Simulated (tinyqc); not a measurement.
# Changing the overpotential eta

Model: bottom-up copper filling of a trench by curvature-enhanced accelerator coverage. Computed by tinyqc, a small Python program. Command: `OMP_NUM_THREADS=1 python tinyqc.py 3017189 3017190 out.jsonl superfill sweep`. One thread of a shared host (Intel(R) Xeon(R) Processor @ 2.30GHz), about 0.2 s of CPU time with the checks.

A rectangular trench keeps vertical walls and a flat floor. An accelerator floats on the surface; where area is lost in the corners it is passed on to the floor.

Inputs (values chosen for the exercise, close to those used for damascene copper plating):
```
quantity,value,unit
trench width w,110,nm
aspect ratio h/w,2.6,-
exchange current of the suppressed surface i_0,0.018,mA/cm^2
exchange current of the accelerated surface i_1,1,mA/cm^2
transfer coefficient alpha,0.37,-
starting coverage theta_0,0.032,-
adsorption rate k_a,0,1/s
cupric ion concentration C,0.66,mol/l
diffusivity D,5.3e-06,cm^2/s
boundary layer delta,43,um
temperature T,298,K
```

Constants: e = 1.602176634e-19 C; N_A = 6.02214076e+23 1/mol; k_B = 8.617333262e-05 eV/K.

Method. Kinetic current i_k = [i_0 (1 - theta) + i_1 theta] exp(alpha eta/(k_B T)), limit i_L = 2 F D C/delta, i = 1/(1/i_k + 1/i_L); velocity v = i Omega/(2F), Omega = 7.11 cm^3/mol, F = e N_A. Depletion inside the trench is ignored. Half width x, floor height y, depth h = aspect ratio x w. dx/dt = -v_s, dy/dt = v_b. d theta_b/dt = k_a (1 - theta_b) + [theta_s v_b + theta_b v_s]/x: the floor takes the accelerator of the wall it covers and keeps its own as it narrows. d theta_s/dt = k_a (1 - theta_s). theta_b is capped at 1. Integrate (tolerance 1e-9) until the walls meet (x = 0.02 w/2) or the floor passes the original mouth y = h. Start: x = w/2, y = 0, theta_b = theta_s = theta_0. Height filled = y/h, opening left = x/(w/2).

One run for each value:
```
overpotential eta (V),ratio v(1)/v(theta_0),share of the height filled from the floor,"opening left, as a share of w",time at the end (s)
0.060,19.947,1.0000,0.040490,1221.7
0.098,19.743,1.0000,0.038720,708.3
0.140,19.354,1.0000,0.035228,388.6
0.170,18.912,1.0000,0.031064,253.6
0.210,18.001,1.0000,0.021800,144.3
0.250,16.591,0.9530,0.020000,81.6
0.280,15.143,0.8975,0.020000,53.3
0.320,12.724,0.8026,0.020000,30.4
0.360,9.988,0.6904,0.020000,17.5
```

Over the rows, ratio v(1)/v(theta_0) falls from 19.9 to 9.99 (exponent d ln y / d ln x -0.021 between the first rows and -2.1 between the last); share of the height filled from the floor falls from 1.00 to 0.690, flat over part of the range; opening left, as a share of w falls from 0.0405 to 0.0200, flat over part of the range. A high overpotential drives the accelerated surface towards the diffusion limit first, which lowers the contrast in speed.

Caution (all rows): real profiles develop slanted corners, and accelerator is consumed; both are left out.
